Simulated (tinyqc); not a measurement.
# AlGaN/GaN HEMT with access regions, lumped model: what changes with what

A polarisation-induced electron sheet under a Schottky gate, in series with two ungated access regions and contacts. Drift law v = mu E/(1 + mu E/vs) under the gate. Currents in mA/mm, resistances in ohm mm. No self-heating, no channel-length modulation; fits for polarisation, barrier and offset are chosen for the exercise.

Parameters, values chosen for the exercise; values close to those of AlGaN/GaN structures:
- x = 0.27 (aluminium share of the barrier)
- d = 12 nm (barrier thickness)
- eps_r = 9.4 (relative permittivity of barrier and channel)
- mu = 1500 cm^2/(V s) (channel mobility)
- vs = 1.1e7 cm/s (saturation velocity)
- Lg = 0.5 um (gate length)
- Ls = 0.5 um (source access length)
- Ld = 16 um (drain access length)
- Rc = 0.32 ohm mm (resistance of each contact)
- ft = 0.27 (share of the drain-access electrons removed by traps)
- Vg = 0 V (gate voltage)
- Ec = 2.8 MV/cm (critical field)
- te = 0.26 um (depth over which the depleted charge spreads)
- ei = 7 (relative permittivity of that insulator)

Constants: q = 1.602176634e-19 C, eps0 = 8.8541878128e-14 F/cm where lengths are in cm. Results are converted to the units shown.

Each table varies one quantity; the others keep the values above.

## Effect of the gate voltage

sigma = (5e13 x + 1.6e13 x^2) cm^-2, phiB = 0.84 + 1.3 x, dEc = 0.7 (1.71 x + x^2) in volts, Cb = eps0 eps_r/d, VT = phiB - dEc - q sigma/Cb, access density n0 = -Cb VT/q. Access resistance R(L, n) = L/(q mu n sqrt(1 - (I/(q n vs))^2)); Rs = Rc + R(Ls, n0), Rd = Rc + R(Ld, (1 - ft) n0). Vg' = Vg - I Rs, Vd' = Vd - I (Rs + Rd); with u = Vg' - VT, Vc = vs Lg/mu and w the smaller of Vd' and Vc [sqrt(1 + 2 u/Vc) - 1] (0 if negative), the channel gives (mu Cb/Lg)(u w - w^2/2)/(1 + w/Vc). I equals that channel current. Isat is I at Vd = 10 V, gm = dIsat/dVg, Ron the limit of Vd/I at small Vd.

The same in every row: VT (V) = -2.571; n0 (cm^-2) = 1.113e13.

Results:

| Vg (V) | Ron (ohm mm) | Isat (mA/mm) | gm (mS/mm) |
|---|---|---|---|
| -2.2 | 10.32 | 65.82 | 268.2 |
| -1.7 | 9.572 | 223.9 | 350.0 |
| -1.1 | 9.347 | 447.4 | 389.7 |
| -0.6 | 9.264 | 646.8 | 406.1 |
| -0.1 | 9.215 | 843.7 | 146.0 |
| 0.4 | 9.182 | 866.6 | 18.38 |
| 1.5 | 9.139 | 876.3 | 4.370 |

Estimate the missing row, Vg = 1 V.

Computed row:

| Vg (V) | Ron (ohm mm) | Isat (mA/mm) | gm (mS/mm) |
|---|---|---|---|
| 1 | 9.155 | 873.5 | 7.295 |

With this row back in the table: As Vg goes from -2.2 to 1.5 V, Ron falls from 10.3 to 9.14 ohm mm, Isat rises from 65.8 to 876 mA/mm and gm goes from 268 through a maximum of 406 (at Vg = -0.6 V among the rows listed) to 4.37 mS/mm. The ceiling Cb vs is 763 mS/mm. For Vg = -0.6 to 1.5 V the power passes 5 W/mm, where self-heating, left out here, lowers the current. For Vg = -0.1 to 1.5 V the gated channel is not yet saturated at 10 V, because the access regions take the voltage, and gm drops. For Vg = 1 to 1.5 V Vg comes within 0.2 V of phiB or passes it, so at low drain current, as for Ron, the Schottky gate would conduct.

## Effect of the gate length

Same model as above.

The same in every row: VT (V) = -2.571; n0 (cm^-2) = 1.113e13.

Result of one run:

| Lg (um) | Ron (ohm mm) | Isat (mA/mm) | gm (mS/mm) |
|---|---|---|---|
| 0.52 | 9.215 | 851.3 | 72.47 |

What becomes of these results when the gate length Lg is changed from 0.52 to 0.93 um, all else the same?

Result of the changed run:

| Lg (um) | Ron (ohm mm) | Isat (mA/mm) | gm (mS/mm) |
|---|---|---|---|
| 0.93 | 9.368 | 764.6 | 379.6 |

The whole series:

| Lg (um) | Ron (ohm mm) | Isat (mA/mm) | gm (mS/mm) |
|---|---|---|---|
| 0.05 | 9.039 | 883.8 | 2.868 |
| 0.09 | 9.054 | 881.6 | 5.422 |
| 0.16 | 9.080 | 877.7 | 10.58 |
| 0.29 | 9.129 | 869.6 | 23.48 |
| 0.52 | 9.215 | 851.3 | 72.47 |
| 0.93 | 9.368 | 764.6 | 379.6 |
| 1.7 | 9.656 | 624.9 | 334.0 |
| 3 | 10.14 | 489.0 | 281.4 |

As Lg goes from 0.05 to 3 um, Ron rises from 9.04 to 10.1 ohm mm, Isat falls from 884 to 489 mA/mm and gm goes from 2.87 through a maximum of 380 (at Lg = 0.93 um among the rows listed) to 281 mS/mm. The ceiling Cb vs is 763 mS/mm. For Lg = 0.05 to 1.7 um the power passes 5 W/mm, where self-heating, left out here, lowers the current. For Lg = 0.05 to 0.52 um the gated channel is not yet saturated at 10 V, because the access regions take the voltage, and gm drops.

## Field plate: effect of the insulator under the field plate

Off state: a depleted stretch that holds the voltage V has the peak field sqrt(k V), k = 2 q n0/(eps0 eps_r te), so one edge holds V1 = Ec^2/k. The sheet under the plate pinches off at Vf = q n0 (1/Cb + tf/(eps0 ei)); beyond it the gate edge is screened. BV = V1 if Vf >= V1, else Vf + V1, and at most Ec Ld.

The same in every row: V1 (V) = 47.57; Ec Ld (V) = 4480.

Results:

| tf (nm) | Vf (V) | BV (V) |
|---|---|---|
| 16 | 7.175 | 54.74 |
| 23 | 9.189 | 56.76 |
| 35 | 12.64 | 60.21 |
| 51 | 17.25 | 64.81 |
| 76 | 24.44 | 72.01 |
| 110 | 34.22 | 81.79 |
| 250 | 74.50 | 47.57 |

Estimate the missing row, tf = 170 nm.

Computed row:

| tf (nm) | Vf (V) | BV (V) |
|---|---|---|
| 170 | 51.48 | 47.57 |

With this row back in the table: BV goes from 54.7 through a maximum of 81.8 (at tf = 110 nm among the rows listed) to 47.6 V. The plate helps (Vf < V1) in 6 of the 8 rows, and the access length caps BV in 0. The best thickness makes Vf just under V1, tf = 156 nm, where both edges reach Ec together and BV nears 2 V1.

Program tinyqc, `OMP_NUM_THREADS=1 python tinyqc.py 2570159 2570160 out.jsonl`; Intel Xeon 2.30GHz, shared host, one thread, about 0.03 s.
